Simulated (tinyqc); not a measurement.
Changing the saturation polarisation P_s: switching kinetics of a ferroelectric film and the memory window of a ferroelectric gate stack. Computed by tinyqc, a small Python program. Command: `OMP_NUM_THREADS=1 python tinyqc.py 3027723 3027724 out.jsonl feswitch sweep`. One thread of a shared host (Intel(R) Xeon(R) Processor @ 2.30GHz), about 0.01 s of CPU time with the checks.

Fields in MV/cm; 1 microcoulomb/cm^2 over eps_0 is 11.29409 MV/cm. In the stack (metal, ferroelectric, interlayer, channel) the channel is taken as a conductor.

Inputs (values chosen for the exercise, for a model film): ratio P_r/P_s = 0.89; coercive field E_c = 0.83 MV/cm; permittivity of the ferroelectric eps_F = 42; thickness t_F = 20 nm; permittivity of the interlayer eps_I = 3.9; interlayer thickness t_I = 0.69 nm; share s of P screened by trapped charge = 0.76; pulse height V = 4.5 V; breakdown field of the interlayer = 13 MV/cm.

Method:
- Saturated branches: P(E) = P_s tanh[(E -/+ E_c)/(2 delta)], delta = E_c/ln[(1 + P_r/P_s)/(1 - P_r/P_s)]; D = P + eps_0 eps_F E.
- At threshold the channel charge is negligible, so D = 0 on each branch: (1 - s) P(E) + eps_0 eps_F E = 0, with the screened share s. The rising branch has the root E0 between 0 and E_c; window = 2 E0 t_F; its upper bound is 2 E_c t_F.
- Series stack: V = E_F t_F + E_I t_I and eps_I E_I = eps_F E_F + (1 - s) P/eps_0. Before switching P = -P_r, after it P = +P_s; in retention V = 0 and P = +P_r.

One run for each value; columns: (1) saturation polarisation P_s (microcoulomb/cm^2); (2) memory window (V); (3) E_I after switching (MV/cm); (4) depolarising field over E_c:
```
(1)      (2)     (3)     (4)
2.0   0.4358  18.680  0.0375
3.3   0.6899  19.339  0.0619
5.3   1.0306  20.353  0.0994
8.6   1.4665  22.025  0.1612
23.0  2.3449  29.322  0.4312
37.0  2.6538  36.416  0.6936
60.0  2.8806  48.072  1.1248
```

Give the missing row, saturation polarisation P_s (microcoulomb/cm^2) = 14.0.

Computed row; columns: (1) saturation polarisation P_s (microcoulomb/cm^2); (2) memory window (V); (3) E_I after switching (MV/cm); (4) depolarising field over E_c:
```
(1)      (2)     (3)     (4)
14.0  1.9295  24.761  0.2625
```

Interpolating between the two neighbouring rows (the first column on a logarithmic scale, the others too where they are positive) misses most in memory window (V), by 4.1 %. Over the rows, memory window (V) rises from 0.436 to 2.88 (exponent d ln y / d ln x 0.92 between the first rows and 0.17 between the last); E_I after switching (MV/cm) rises from 18.7 to 48.1 (exponent d ln y / d ln x 0.069 between the first rows and 0.57 between the last); depolarising field over E_c rises from 0.0375 to 1.12 (exponent d ln y / d ln x about 1.00 throughout).

Caution (all rows): the interlayer field exceeds its breakdown field, so charge injection would change the fields. Caution (rows 60.0): E_F after switching lies below E_c, so switching stalls before P_s and that state is not reached. Caution (rows 60.0): a depolarising field above E_c switches the film back, so P_r is not held.
